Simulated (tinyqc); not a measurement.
Exact and approximate size effects: heat flow across a film from the phonon Boltzmann equation in the relaxation-time approximation. Computed by tinyqc, a small Python program. Command: `OMP_NUM_THREADS=1 python tinyqc.py 3010303 3010304 out.jsonl slabbte walk`. One thread of a shared host (Intel(R) Xeon(R) Processor @ 2.30GHz), about 0.01 s of CPU time with the checks.

Two black walls, hot at x = 0 and cold at x = L, emit phonons isotropically. For one free path Lambda, with tau = x/Lambda, tau_L = L/Lambda and phi = (T - T_cold)/Delta T, energy balance gives phi(tau) = (1/2) [E2(tau) + int_0^tau_L phi(s) E1(|tau - s|) ds]; E_n are the exponential integrals. The flux over the ballistic flux C v Delta T/4 is psi = 1 - 2 int_0^tau_L phi(s) E2(s) ds, and kappa_eff/kappa = (3/4) tau_L psi. kappa = C v Lambda/3 is an input, so at fixed kappa a longer free path means a smaller C v.

Inputs (values chosen for the exercise, modelled on gallium oxide): free path Lambda_1 = 28 nm; free path Lambda_2 = 410 nm; share f_2 of kappa = 0.44.

Free-path groups: two.

Method:
- Cut the film into n equal cells with constant phi, collocated at the centres c_i: the kernel integrates to A_ij = |E2(|c_i - e_j|) - E2(|c_i - e_(j+1)|)|/2 for cell edges e_j, and A_ii = 1 - E2(half a cell); solve (1 - A) phi = E2(c)/2; psi = 1 - 2 sum_j phi_j [E3(e_j) - E3(e_(j+1))].
- Each group is solved on its own with 150 and 300 cells, psi = (4 psi(300) - psi(150))/3, and weighted by its share of kappa (f_1 is what the others leave); exchange of energy between groups inside the film is left out.
- Two-flux: kappa_eff/kappa = sum f_i/(1 + 4 Lambda_i/(3 L)). Matthiessen with the thickness: sum f_i/(1 + Lambda_i/L). Ballistic limit: sum f_i 3 L/(4 Lambda_i).

Kappa_eff/kappa:
```
L (nm)  Boltzmann  two-flux  Matthiessen  ballistic limit
0.84     0.012921  0.012998     0.017210         0.013276
2.8      0.040698  0.041312     0.053894         0.044254
7        0.091668  0.093984      0.11939          0.11063
17        0.18269   0.18848      0.22907          0.26868
42        0.31901   0.32786      0.37688          0.66380
110       0.48301   0.49181      0.53945           1.7385
280       0.63453   0.64315      0.68764           4.4254
700       0.77047   0.77870      0.81594           11.063
```

What does the comparison show, and why?

The two-flux formula lies above the Boltzmann result by at most about 3.2 % (at L = 17 nm); the Matthiessen form is high by up to 33 %, since it misses the factor 3/4 of the ballistic limit. The thinnest film reaches 97 % of that limit, and the thickest, 25 Lambda_1, only 77 % of the bulk value: the long free paths keep the size effect alive far beyond Lambda_1. Rows below about 10 nm are near the phonon wavelength, where a particle picture fails.
